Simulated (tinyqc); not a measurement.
Changing the temperature T: scattering of inversion-layer electrons by surface optical phonons of the gate insulator (remote phonon scattering). Computed by tinyqc, a small Python program. Command: `OMP_NUM_THREADS=1 python tinyqc.py 3112688 3112689 out.jsonl sophonon sweep`. One thread of a shared host (Intel(R) Xeon(R) Processor @ 2.30GHz), about 0.03 s of CPU time with the checks.

One subband with the Fang-Howard envelope; insulator and channel are half-spaces, the gate is far away, and an interlayer only moves the polar surface away by t (its own modes and its permittivity contrast are left out).

Inputs (values chosen for the exercise, modelled on AlN on silicon):
```
quantity,value,unit
static constant of the insulator eps_0s,9.4,-
intermediate constant eps_i,7.47,-
optical constant eps_inf,4.83,-
hbar omega_TO1,83.8,meV
hbar omega_TO2,86.4,meV
constant of the channel eps_s,11.7,-
in-plane mass m,0.19,m_0
valleys g_v,2,-
sheet density n,8e+12,1/cm^2
mean distance of the electrons z0 = 3/b,1.6,nm
interlayer thickness t,0,nm
mobility from other processes,880,cm^2/(V s)
```

Screening by the channel electrons: static.

Constants: k_B = 8.617333262e-05 eV/K; hbar^2/(2 m_0) = 3.80998212 eV angstrom^2; e^2/(4 pi eps_0) = 14.39964548 eV angstrom; hbar = 6.582119569e-16 eV s; e = 1.602176634e-19 C; m_0 = 9.1093837015e-31 kg.

Method:
- eps(w) = eps_inf + (eps_0s - eps_i) w1^2/(w1^2 - w^2) + (eps_i - eps_inf) w2^2/(w2^2 - w^2). Surface modes solve eps(w) + eps_s = 0, a quadratic in w^2; the strength of a mode is g = 2/(w d eps/dw).
- Occupation N = 1/(exp(hbar w/(k_B T)) - 1).
- Density of states D = g_v m/(pi hbar^2); eta = E_F/(k_B T) = ln(exp(n/(D k_B T)) - 1); screening wave number q_s = e^2 D/(2 eps_0 eps_avg) x 1/(1 + exp(-eta)), eps_avg = (eps_s + eps_inf)/2; b = 3/z0.
- For a mode of strength g, without the occupation factor, Area x |M(q)|^2 = e^2 hbar w g/(2 eps_0 q) x (b/(b + q))^6 exp(-2 q t) / (1 + (q_s/q) H(q))^2, H = (1 + 9 x/8 + 3 x^2/8)/(1 + x)^3, x = q/b.
- Approximate momentum relaxation rate, taking tau v alike in the initial and final states: 1/tau = (m/(2 pi hbar^3)) sum over modes and over absorption (N, E' = E + hbar w) and emission (N + 1, E' = E - hbar w > 0) of [(1 - f(E'))/(1 - f(E))] int_0^(2 pi) Area |M(q)|^2 (1 - cos theta) d theta, q^2 = k^2 + k'^2 - 2 k k' cos theta, f the Fermi function; 48 midpoints in theta from 0 to pi.
- mu = (e/m) int tau E f (1 - f) dE/(k_B T int f dE), by 300 midpoints from 0 to (max(eta, 0) + 14) k_B T; Matthiessen sum with the other processes.

One run for each value:
```
temperature T (K),remote-phonon mobility (cm^2/(V s)),total mobility (cm^2/(V s)),eta
120,7.7700e+07,879.99,4.8660
165,5.8927e+06,879.87,3.5152
210,1.2856e+06,879.40,2.7212
255,4.4860e+05,878.28,2.1871
345,1.1638e+05,873.40,1.4924
390,7.3699e+04,869.62,1.2470
435,4.9044e+04,864.49,1.0424
480,3.6275e+04,859.16,0.8679
```

Give the missing row, temperature T (K) = 300.

Computed row:
```
temperature T (K)  remote-phonon mobility (cm^2/(V s))  total mobility (cm^2/(V s))     eta
300                                         2.1020e+05                       876.33  1.7959
```

Interpolating between the two neighbouring rows (linearly) misses most in remote-phonon mobility (cm^2/(V s)), by 34 %. Over the rows, remote-phonon mobility (cm^2/(V s)) falls from 7.77e7 to 36300 (exponent d ln y / d ln x -8.1 between the first rows and -3.1 between the last); total mobility (cm^2/(V s)) falls from 880 to 859 (exponent d ln y / d ln x -4.3e-4 between the first rows and -0.063 between the last); eta falls from 4.87 to 0.868 (exponent d ln y / d ln x -1.0 between the first rows and -1.9 between the last).

Caution (all rows): a relaxation time is only an approximation for inelastic scattering, and static or no screening brackets the true dynamic screening only roughly.
